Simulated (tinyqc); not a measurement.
# Changing the temperature T

Model: quasi-harmonic thermal expansion with mode Grueneisen parameters. Computed by tinyqc, a small Python program. Command: `OMP_NUM_THREADS=1 python tinyqc.py 3004771 3004772 out.jsonl qha sweep`. One thread of a shared host (Intel(R) Xeon(R) Processor @ 2.30GHz), about 0.06 s of CPU time with the checks.

A crystal with two atoms a cell; per atom there are 1 transverse acoustic (TA), 1/2 longitudinal acoustic (LA) and 3/2 optical (O) modes. Every frequency of group i scales as nu_i (V/V0)^(-gamma_i). Each group has one frequency. Static energy: E = (9 V0 B0/16) [y^3 B' + y^2 (2 - 4 y)], y = (V0/V)^(2/3) - 1, with pressure P_s = (3 B0/2) (z^7 - z^5) [1 + (3/4)(B' - 4)(z^2 - 1)], z = (V0/V)^(1/3).

Inputs (values chosen for the exercise, for a model crystal):
```
quantity                       value             unit
static volume V0                22.1  angstrom^3/atom
static bulk modulus B0          55.1              GPa
static B'                       4.46                -
frequency nu_TA                 6.16              THz
frequency nu_LA                 15.6              THz
frequency nu_O                    22              THz
Grueneisen parameter gamma_TA   -1.3                -
Grueneisen parameter gamma_LA    1.4                -
Grueneisen parameter gamma_O     1.4                -
step factor f                    0.8                -
```

Acoustic groups: Einstein.

Constants: h x 1 THz = 4.135667696 meV; k_B = 8.617333262e-05 eV/K; 1 eV/angstrom^3 = 160.2176634 GPa.

Method:
- For a mode with x = h nu/(k_B T), n = 1/(exp(x) - 1): U = h nu (n + 1/2), C/k_B = x^2 n (n + 1); U_i and C_i sum these over group i with its weight per atom.
- Phonon pressure P_ph = sum_i gamma_i U_i/V.
- gamma_th = sum gamma_i C_i / sum C_i; volume expansion coefficient alpha_V = gamma_th C k_B/(B0 V0); linear coefficient alpha_V/3; first-order volume change P_ph/B0.
- Start at V0 and step V(new) = V [1 + f (P_s + P_ph)/B0]; stop when |P_s + P_ph| < 1e-8 GPa, after 60 steps, or when V leaves 0.7 to 1.3 V0.
- B_T = -V d(P_s + P_ph)/dV at fixed T (central difference, step 1e-4 V); alpha_V = sum gamma_i C_i k_B/(B_T V), all at V(T); the linear coefficient is alpha_L = alpha_V/3.
- C_P - C_V = alpha_V^2 B_T V T; the optical frequency is nu_O (V/V0)^(-gamma_O).

One run for each value; columns: (1) temperature T (K); (2) linear expansion coefficient (ppm/K); (3) gamma_th at V0; (4) volume change from V0 (%); (5) isothermal bulk modulus B_T (GPa); (6) C_P - C_V (k_B/atom):
```
(1)           (2)      (3)     (4)     (5)         (6)
20    -3.2967e-04  -1.3000  1.3341  53.943  1.7117e-12
30    -2.2029e-02  -1.3000  1.3341  53.943  1.1464e-08
44    -2.4921e-01  -1.2997  1.3336  53.942  2.1519e-06
65    -1.0537e+00  -1.2916  1.3296  53.940  5.6823e-05
96    -2.2245e+00  -1.2153  1.3138  53.946  3.7404e-04
140   -2.7646e+00  -0.9212  1.2789  53.968  8.4257e-04
210   -1.7280e+00  -0.3760  1.2287  53.960  4.9344e-04
310    5.0478e-01   0.0531  1.2108  53.819  6.1983e-05
460    2.7363e+00   0.2915  1.2901  53.453  2.6865e-03
680    4.2547e+00   0.4040  1.5315  52.810  9.5086e-03
1000   5.1399e+00   0.4556  1.9970  51.819  2.0116e-02
```

Over the rows, linear expansion coefficient (ppm/K) goes from -3.30e-4 through a minimum among these rows, -2.76 at 140, to 5.14; gamma_th at V0 rises from -1.30 to 0.456; volume change from V0 (%) goes from 1.33 through a minimum among these rows, 1.21 at 310, to 2.00. alpha follows sum gamma_i C_i: each group joins once k_B T nears its h nu, the softest first, and its negative gamma makes the crystal shrink at first. C_P - C_V goes as alpha^2 T.

Caution (rows 20.0, 30.0): k_B T is far below h nu_TA; one frequency a group leaves out the long acoustic waves, so heat capacity and expansion coefficient come out far too small in size.

Extremes, crossings and ranges named in words are read from the listed rows.
